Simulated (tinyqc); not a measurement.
# Transfer-length model of a contact: effects of single changes

A metal contact of length d and width W on a thin layer of the same width. The metal has no resistance, the sheet resistance under it equals Rsh, and current enters the layer at the front edge x = 0.

Values chosen for this exercise:
- Rsh = 26 ohm/sq (sheet resistance of the semiconductor layer)
- rc = 2e-5 ohm cm^2 (specific contact resistivity)
- d = 9.6 um (contact length)
- W = 110 um (contact width)

Each table varies one quantity; the others keep the values above.

## Effect of the contact length

Transfer length Lt = sqrt(rc/Rsh); front resistance Rc = (Rsh Lt/W) coth(d/Lt); end resistance Re = (Rsh Lt/W)/sinh(d/Lt).

Result of one run:

| d (um) | d/Lt | Rc W (ohm um) | rc/d (ohm um) | Re/Rc |
|---|---|---|---|---|
| 1 | 0.1140 | 2009 | 2000 | 0.9935 |

What becomes of these results when the contact length d is changed from 1 to 1.6 um, all else the same?

Result of the changed run:

| d (um) | d/Lt | Rc W (ohm um) | rc/d (ohm um) | Re/Rc |
|---|---|---|---|---|
| 1.6 | 0.1824 | 1264 | 1250 | 0.9836 |

The whole series:

| d (um) | d/Lt | Rc W (ohm um) | rc/d (ohm um) | Re/Rc |
|---|---|---|---|---|
| 1 | 0.1140 | 2009 | 2000 | 0.9935 |
| 1.6 | 0.1824 | 1264 | 1250 | 0.9836 |
| 2.6 | 0.2964 | 791.6 | 769.2 | 0.9576 |
| 4 | 0.4561 | 534.2 | 500.0 | 0.9043 |
| 6.4 | 0.7297 | 366.1 | 312.5 | 0.7823 |
| 10 | 1.140 | 280.0 | 200.0 | 0.5802 |
| 16 | 1.824 | 240.2 | 125.0 | 0.3145 |
| 25 | 2.850 | 229.6 | 80.00 | 0.1153 |
| 40 | 4.561 | 228.1 | 50.00 | 0.02091 |

Rc W falls from 2010 to 228 ohm um, as d^(-0.99) between the first two rows. It levels off at sqrt(rc Rsh) = 228 ohm um and, among the rows, is within 5 % of that from d = 25 um on (Lt = 8.77 um): metal beyond two transfer lengths lowers Rc by less than 4 %.

## Effect of the contact resistivity

Same model as above.

Results:

| rc (ohm cm^2) | Lt (um) | d/Lt | Rc W (ohm um) |
|---|---|---|---|
| 3.5e-7 | 1.160 | 8.274 | 30.17 |
| 9.3e-7 | 1.891 | 5.076 | 49.18 |
| 2.4e-6 | 3.038 | 3.160 | 79.28 |
| 6.4e-6 | 4.961 | 1.935 | 134.5 |
| 1.7e-5 | 8.086 | 1.187 | 253.4 |
| 4.5e-5 | 13.16 | 0.7297 | 549.1 |
| 0.00031 | 34.53 | 0.2780 | 3312 |
| 0.00081 | 55.82 | 0.1720 | 8521 |

Estimate the missing row, rc = 0.00012 ohm cm^2.

Computed row:

| rc (ohm cm^2) | Lt (um) | d/Lt | Rc W (ohm um) |
|---|---|---|---|
| 0.00012 | 21.48 | 0.4469 | 1332 |

With this row back in the table: Rc W rises from 30.2 to 8520 ohm um, as rc^(0.50) between the first two rows (d/Lt = 8.3) and rc^(0.98) between the last two (d/Lt = 0.17); a long contact gives the power 1/2 and a short one 1.

tinyqc, about 0.01 s, one thread, Intel Xeon 2.30GHz (shared host): `OMP_NUM_THREADS=1 python tinyqc.py 2760043 2760044 out.jsonl`
